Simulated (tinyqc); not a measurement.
Precursor delivery and alloy composition in metal-organic vapour-phase epitaxy: one step, computed by the program tinyqc. Command: `OMP_NUM_THREADS=1 python tinyqc.py 3015664 3015665 out.jsonl movpe walk`. One thread of a shared host (Intel(R) Xeon(R) Processor @ 2.30GHz), about 0.01 s of CPU time with the checks.

Carrier gas leaves each bubbler saturated. Group-III species cross a boundary layer and react at the surface; element 2 can also desorb. The film is (1)_(1-x) (2)_x V with a zinc-blende cell.

Problem. Composition and growth rate. Loss of element 2 is r x with r = prefactor x exp(-energy/(k_B T)). Then x = (g2 - r x)/(g1 + g2 - r x), or r x^2 - (g1 + g2 + r) x + g2 = 0, smaller root; growth rate G = g1/(1 - x) layers/s; one layer is a/2 thick, 1 angstrom/s = 0.36 um/h. Temperatures in kelvin are T(C) + 273.15. Distribution coefficient = [x/(1 - x)]/[x_g/(1 - x_g)], x_g = g2/(g1 + g2).

Inputs (values chosen for the exercise, close to those used for InGaAs from TMGa and TMIn):
```
quantity,value,unit
source 1: bath temperature,-8,C
source 2: bath temperature,20,C
prefactor of the loss of element 2,2.2e+16,layers/s
energy of the loss,3.22,eV
lattice constant a,5.75,angstrom
growth temperature T,650,C
```

arrival rates (layers/s): g1 15.34366, g2 2.825598

Constants: k_B = 8.617333262e-05 eV/K.

Give: loss rate r; solid share x; growth rate G; distribution coefficient.

Solution.

loss rate r = 0.05799 layers/s

solid share x = 0.1551

growth rate G = 18.80 um/h

distribution coefficient = 0.9968

Desorption is negligible, so the solid copies the gas. Caution: rates above some 15 um/h are beyond usual practice, and precursor depletion would cap them. Caution: the lattice constant is held fixed as x changes, delta does not respond to the flow, both precursors share one D and k_s, and gas-phase side reactions are left out.
